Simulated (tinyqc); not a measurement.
Worked calculation: thermal and gravitational stress in a wafer during furnace and rapid thermal processing, and the onset of slip. Computed by tinyqc, a small Python program that keeps every step. Command: `OMP_NUM_THREADS=1 python tinyqc.py 3007507 3007508 out.jsonl slip walk`. One thread of a shared host (Intel(R) Xeon(R) Processor @ 2.30GHz), about 0.01 s of CPU time with the checks. Intermediate numbers are printed to about 5 digits and carried at full precision; extremes and crossings named in words are read from the listed rows.

A thin free disc in plane stress, isotropic; T(r) = T_centre + dT (r/R)^n with n = 2. Stress is positive in tension; sigma_SB = 5.670374419e-8 W/(m^2 K^4), g = 9.80665 m/s^2.

Inputs (values chosen for the exercise, for a model wafer):
```
quantity                             value        unit
wafer radius R                         225          mm
thickness t                            925  micrometre
Young's modulus E                      154         GPa
Poisson ratio nu                       0.2           -
expansion alpha                       4.33      1e-6/K
edge less centre temperature dT         18           K
temperature T                         1125           K
prefactor A of the critical stress  0.0006         MPa
energy U of the critical stress          1          eV
density rho                           2330      kg/m^3
heat capacity c                        979    J/(kg K)
conductivity k                        26.5     W/(m K)
wafer spacing s                        8.4          mm
ramp rate                              2.1       K/min
radius of the support ring over R     0.91           -
```

Temperature profile: parabolic.

Constants: k_B = 8.617333262e-05 eV/K.

## Thermal stress

With x = r/R: s_rr = alpha E dT (1 - x^n)/(n + 2), s_tt = alpha E dT [1 - (n + 1) x^n]/(n + 2).

Temperature and stresses at r/R = 0, 0.3, 0.5, 0.7, 0.8, 0.9, 0.95, 1:
```
r/R   T - T_centre (K)  s_rr (MPa)  s_tt (MPa)
0.00             0.000      3.0007      3.0007
0.30             1.620      2.7306      2.1905
0.50             4.500      2.2505      0.7502
0.70             8.820      1.5304     -1.4103
0.80            11.520      1.0802     -2.7606
0.90            14.580      0.5701     -4.2910
0.95            16.245      0.2926     -5.1237
1.00            18.000      0.0000     -6.0014
```

hoop stress at the edge = -6.00138 MPa

r/R where s_tt = 0 = 0.57735

The hot edge is squeezed; the edge stress is n times that at the centre in size.

## Resolved stress round the edge

At the edge the stress is uniaxial along the tangent d = (cos phi, sin phi, 0) of a (001) wafer; the Schmid factor is the largest |(d.n)(d.b)| over the twelve {111}<110> systems.

Schmid factor and resolved stress at phi = 0, 7.5, 15, 22.5, 30, 37.5 and 45 degrees from [100]:
```
phi from [100] (degrees)  Schmid factor  resolved stress (MPa)
0.0                             0.40825                 2.4501
7.5                             0.45412                 2.7254
15.0                            0.48296                 2.8984
22.5                            0.49280                 2.9575
30.0                            0.48296                 2.8984
37.5                            0.45412                 2.7254
45.0                            0.40825                 2.4501
```

The factor is 1/sqrt(6) = 0.408 along <100> and <110> and peaks at 0.4928 at 22.5 degrees, so slip, if any, starts at eight places between these directions.

## Slip criterion

Critical resolved stress tau_c = A exp(U/(k_B T)), a form chosen for the exercise; slip when 0.492799 |s_tt(R)| > tau_c; allowed |dT| = tau_c (n + 2)/(0.492799 n alpha E).

critical stress tau_c = 18.111 MPa

resolved over critical stress = 0.16329

allowed |dT| = 110.23 K

No slip; the margin is a factor 6.1.

## Ramp rate in a batch furnace

In a stack heated from the rim, heat flows inward by conduction and by radiation between wafers: k_eff = k + (16/3) sigma_SB T^3 s^2/t (a diffusion estimate with the spacing as path length). A steady ramp gives the parabolic lag dT = rho c (ramp) R^2/(4 k_eff); the allowed ramp uses n = 2.

k_eff = 59.346 W/(m K)

lag of the centre = 17.026 K

allowed ramp rate = 13.596 K/min

Radiation carries 55 % of the inward flow. The ramp is 0.15 of the allowed one.

## Gravity

Own weight q = rho g t on a ring of radius b R, x = r/R: moments of an edge-supported plate, M_r = q R^2 (3 + nu)(1 - x^2)/16 and M_t = q R^2 [(3 + nu) - (1 + 3 nu) x^2]/16, less the uniform moment inside the ring load, q R^2 [(1 - nu)(1 - b^2) - 2 (1 + nu) ln b]/8; stress at the lower face = 6 M/t^2.

stress at the centre = 1.1594 MPa

radial stress at the ring = -0.083310 MPa

hoop stress at the ring = 0.53804 MPa

The largest of these is 0.032 tau_c when halved for shear. Point supports give far higher local stress than a ring.

## Position of the support ring

The formulas are those given above.

Stress at the lower face (MPa):
```
b      centre  radial at ring  hoop at ring  largest in size
0.40  -1.1922         -1.4323       -1.3122           1.4323
0.50  -0.6224         -0.9975       -0.8099           0.9975
0.60  -0.1294         -0.6697       -0.3995           0.6697
0.65   0.0977         -0.5364       -0.2194           0.5364
0.70   0.3151         -0.4202       -0.0525           0.4202
0.75   0.5248         -0.3193        0.1028           0.5248
0.80   0.7282         -0.2322        0.2480           0.7282
0.90   1.1209         -0.0946        0.5132           1.1209
1.00   1.5007          0.0000        0.7503           1.5007
```

Among these rows the largest stress is least, 0.420 MPa, for a ring at 0.7 R, 3.6 times below edge support: the overhang balances the sag of the centre. All values scale as R^2/t.

## Limits against temperature

The formulas are those given above.

For the parabolic profile:
```
T (K)  tau_c (MPa)  allowed |dT| (K)  k_eff (W/(m K))  allowed ramp (K/min)
1050        37.839            230.30            53.21                25.466
1125        18.111            110.23            59.35                13.596
1200         9.505             57.85            66.36                 7.979
1275         5.382             32.75            74.31                 5.059
1350         3.246             19.75            83.26                 3.418
1425         2.065             12.57            93.25                 2.435
1500         1.374              8.36           104.36                 1.814
```

From 1050 to 1500 K the allowed difference falls 28 times and the allowed ramp 14 times; radiation, which grows as T^3, gives back a factor 1.96. Ramps must slow as the wafer gets hotter.

Checks made by the program: force balance: the hoop stress integrates to zero (added to the edge stress) (relative difference below 1e-10).
